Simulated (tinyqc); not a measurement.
Which current rules in forward bias: trap-assisted generation and recombination current of an abrupt junction. Computed by tinyqc, a small Python program. Command: `OMP_NUM_THREADS=1 python tinyqc.py 3015707 3015708 out.jsonl junctionleak walk`. One thread of a shared host (Intel(R) Xeon(R) Processor @ 2.30GHz), about 0.01 s of CPU time with the checks.

Depletion approximation, flat quasi-Fermi levels across the depleted layer, long neutral regions with minority lifetimes tau_n and tau_p, full ionisation and Boltzmann statistics. Voltages in exponents stand for e V.

Inputs (values chosen for the exercise, with bands and screening modelled on InP):
```
quantity                              value    unit
gap E_g                                1.37      eV
electron mass m_e                    0.0778     m_0
valleys M_c                               1       -
hole mass m_h                         0.623     m_0
dielectric constant eps                12.5       -
acceptor density N_A                1.6e+17   cm^-3
donor density N_D                     3e+18   cm^-3
capture time tau_n                  1.9e-06       s
capture time tau_p                  2.9e-08       s
trap level E_t - E_i                      0      eV
electron diffusion coefficient D_n      5.2  cm^2/s
hole diffusion coefficient D_p          2.9  cm^2/s
temperature T                           300       K
tunnelling mass m_t                    0.21     m_0
```

Field enhancement: Hurkx tunnelling factor.

Constants: k_B = 8.617333262e-05 eV/K; m_0 = 9.1093837015e-31 kg; k_B = 1.380649e-23 J/K; h = 6.62607015e-34 J s; e = 1.602176634e-19 C; eps_0 = 8.8541878128e-12 F/m; hbar = 1.054571817e-34 J s.

Method:
- N_c = 2 M_c (2 pi m_e k_B T/h^2)^(3/2) and N_v = 2 (2 pi m_h k_B T/h^2)^(3/2), masses in units of m_0.
- n_i = sqrt(N_c N_v) exp(-E_g/2 k_B T); V_bi = (k_B T/e) ln(N_A N_D/n_i^2); diffusion saturation current J_d0 = e n_i^2 [sqrt(D_n/tau_n)/N_A + sqrt(D_p/tau_p)/N_D].
- W = sqrt(2 eps eps_0 (V_bi - V)(1/N_A + 1/N_D)/e), x_p = W N_D/(N_A + N_D), x_n = W - x_p, peak field F_m = 2 (V_bi - V)/W; reverse bias means V = -V_r.
- Both capture times are divided by 1 + Gamma, Gamma = 2 sqrt(3 pi) (F/F_G) exp((F/F_G)^2), F_G = sqrt(24 m_t (k_B T)^3)/(e hbar) (the low-field Hurkx form), F being the local field, linear in x from 0 at the edges to F_m.
- Potential from the p edge: phi = (V_bi - V) x^2/(x_p W) on the p side and (V_bi - V)[1 - (W - x)^2/(x_n W)] on the n side; p = N_A exp(-phi/k_B T), n = n_i^2 exp(V/k_B T)/p; U = (n p - n_i^2)/[tau_p (n + n_i exp(dE/k_B T)) + tau_n (p + n_i exp(-dE/k_B T))], dE = E_t - E_i, n1 = n_i exp(dE/k_B T), p1 = n_i exp(-dE/k_B T); J_t = e int U dx by the trapezoid rule on 400 intervals on each side.
- J_d = J_d0 (exp(V/k_B T) - 1). Ideality n = (e/k_B T) dV/d ln J, central difference of 1 mV. The rows stop just below the bias where n = 0.1 p or tau_p n = 0.1 tau_n p at the p edge, or the like at the n edge.

k_B T = 0.0258520 eV

n_i = 8.05711e+06 cm^-3

J_d0 = 1.42210e-19 A/cm^2

Forward characteristic:
```
V (V)  J_t (A/cm^2)  J_d (A/cm^2)  ideality of J_t  ideality of the sum
0.23     5.3703e-10    1.0392e-15           1.9485               1.9485
0.37     8.2269e-09    2.3370e-13           1.9994               1.9993
0.50     1.0163e-07    3.5691e-11           1.9995               1.9988
0.63     1.2602e-06    5.4509e-09           1.9947               1.9862
0.76     1.5750e-05    8.3247e-07           1.9868               1.8930
0.90     2.4266e-04    1.8718e-04           1.9721               1.3856
1.03     3.1510e-03    2.8587e-02           1.9499               1.0508
1.16     4.1293e-02    4.3659e+00           1.9996               1.0047
```

What follows from these numbers?

Diffusion overtakes recombination between 0.9 and 1.03 V, and the ideality of the sum goes from 1.95 to 1.00, with a maximum of 2.00 at 0.37 V. The ideality of J_t alone lies between 1.95 and 2.00; it stays below 2 because the zone where n and p are alike widens as the field falls, and at the lowest bias the terms in n1 and p1 lower it too. Caution: one side is doped near or above its effective density of states, so Boltzmann statistics understate V_bi.

Extremes, crossings and ranges named in words are read from the listed rows.
